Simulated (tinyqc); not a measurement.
Read current of a NAND string, cells in series solved by shooting: one step of the calculation.

Cells in series, numbered from 0 at the source line (0 V) to the bit line, each followed by a gap resistance Rg. A cell with gate Vg, threshold VT, source Vs and drain Vd passes I = 2 nf K Vt^2 [F(Vs) - F(Vd)]/(1 + th max(Vg - VT, 0)), F(V) = ln^2(1 + exp((Vg - VT - nf V)/(2 nf Vt))). The selected cell has Vg = Vr, the others Vg = Vp.

Problem. Node voltages for a trial current. For a trial current I start at 0 V and, cell by cell (the selected one is cell 0), solve for the drain: sqrt(F(Vd)) = sqrt(F(Vs) - I/k), k = 2 nf K Vt^2/(1 + th max(Vg - VT, 0)), Vd = [Vg - VT - 2 nf Vt ln(exp(sqrt F) - 1)]/nf, then add I Rg.

Parameters, values chosen for the exercise; values of the order met in vertical NAND strings: temperature T = 300 K; gain factor of a cell K = 3.2 uA/V^2; slope factor nf = 1.6; mobility reduction factor th = 0.17 1/V; resistance of the gap between cells Rg = 13 kohm; bit-line voltage Vbl = 0.4 V; pass voltage Vp = 6 V; read voltage on the selected word line Vr = 2.28 V.

Constants: q = 1.602176634e-19 C, kB = 1.380649e-23 J/K, Vt = kB T/q. Results are converted to the units shown.

second trial current = 0.33 uA

| cell | thresholds from the source end (V) |
|---|---|
| 0 | 0.8 |
| 1 | -2.4 |
| 2 | -2.4 |
| 3 | 3.7 |
| 4 | -2.4 |
| 5 | 3.7 |

Give: node voltage after each cell and gap, trial 2.

Solution.

| cell | node voltage after each cell and gap, trial 2 (V) |
|---|---|
| 0 | 0.096052 |
| 1 | 0.13080 |
| 2 | 0.16575 |
| 3 | 0.24260 |
| 4 | 0.27824 |
| 5 | 0.36264 |

Computed by the program tinyqc: `OMP_NUM_THREADS=1 python tinyqc.py 2142043 2142044 out.jsonl`, one thread of a shared Intel Xeon 2.30GHz, about 0.5 s for the whole run.
